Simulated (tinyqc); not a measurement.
# Frequency dispersion of an accumulation capacitance by border traps, distributed model, step by step

Numbers from tinyqc (`OMP_NUM_THREADS=1 python tinyqc.py 2202017 2202018 out.jsonl`; about 0.3 s on one thread of a shared Intel Xeon 2.30GHz). Printed values are rounded.

Traps spread evenly through the insulator exchange electrons with the semiconductor by tunnelling, with tau(x) = t0 exp(2 ka x) at depth x from the interface. The admittance per area Y seen at depth x obeys dY/dx = -Y^2/(i w eps0 eox) + q Nb ln(1 + i w tau)/tau, with Y(0) = i w Cs and w = 2 pi f; the gate sees Y(tox) = G + i w C. Working variable y = Y/(i w), in uF/cm^2. Cox = eps0 eox/tox.

Inputs (values chosen for the exercise); permittivity close to that of aluminium oxide:
- eox = 8.84 (relative permittivity of the insulator)
- tox = 3.9 nm (insulator thickness)
- Cs = 2.6 uF/cm^2 (semiconductor capacitance in accumulation)
- Nb = 4.3e18 cm^-3 eV^-1 (density of border traps)
- ka = 3.2 1/nm (decay constant of the wave function in the insulator)
- t0 = 1e-9 s (time constant of a trap at the interface)
- f = 100 Hz (frequency)
- xe = 3 nm (depth down to which the steps are taken)

Constants: q = 1.602176634e-19 C, eps0 = 8.8541878128e-14 F/cm where lengths are in cm. Results are converted to the units shown.

## Scales and lumped estimate

Cox; trap-free value 1/(1/Cox + 1/Cs); response depth d = ln(1/(w t0))/(2 ka), where w tau = 1; lumped estimate: all traps within d act as C_bt = q Nb d placed at d/2, so C = 1/{1/[1/(1/Cs + d/(2 eps0 eox)) + C_bt] + (tox - d/2)/(eps0 eox)}.

Cox = 2.00695 uF/cm^2
trap-free C = 1.13265 uF/cm^2
d = 2.23128 nm
C_bt = 0.153721 uF/cm^2
lumped C = 1.18572 uF/cm^2

The traps within reach amount to 0.0591 Cs and lie in the first 57.2 % of the insulator.

## Midpoint steps through the active depth

In terms of y: dy/dx = -y^2/(eps0 eox) + s(x), s = q Nb ln(1 + z)/z, z = i w tau. 8 midpoint steps of h = xe/8: y_half = y + (h/2) y'(x, y), y(new) = y + h y'(x + h/2, y_half).

```
point  x (nm)      s (uF/(cm^2 nm))       y (uF/cm^2)
0           0  0.0688936+0.0000000i  2.60000+0.00000i
1       0.375  0.0688936-0.0000002i  2.33802+0.00000i
2        0.75  0.0688936-0.0000026i  2.12774+0.00000i
3       1.125  0.0688936-0.0000290i  1.95571+0.00000i
4         1.5  0.0688916-0.0003195i  1.81275-0.00004i
5       1.875  0.0686549-0.0035043i  1.69236-0.00042i
6        2.25  0.0516524-0.0250604i  1.58894-0.00441i
7       2.625  0.0082638-0.0139885i  1.48463-0.01246i
8           3  0.0007864-0.0024745i  1.38717-0.01284i
```

## Capacitance and conductance at the gate

y at xe = 1.38717-0.01284i uF/cm^2

Beyond xe the traps are ignored, so 1/y(tox) = 1/y(xe) + (tox - xe)/(eps0 eox); C = Re y, G/w = -Im y, loss tangent G/(w C).

y at the gate = 1.19636-0.00955i uF/cm^2
C = 1.19636 uF/cm^2
G/w = 0.00955207 uF/cm^2
loss tangent = 0.00798426

A fine integration over the whole insulator gives C = 1.1940 and G/w = 0.01004 uF/cm^2; the coarse G/w is 4.9 % below that. The fine C is 5.4 % above the trap-free value, and the lumped estimate is 0.70 % below the fine result.
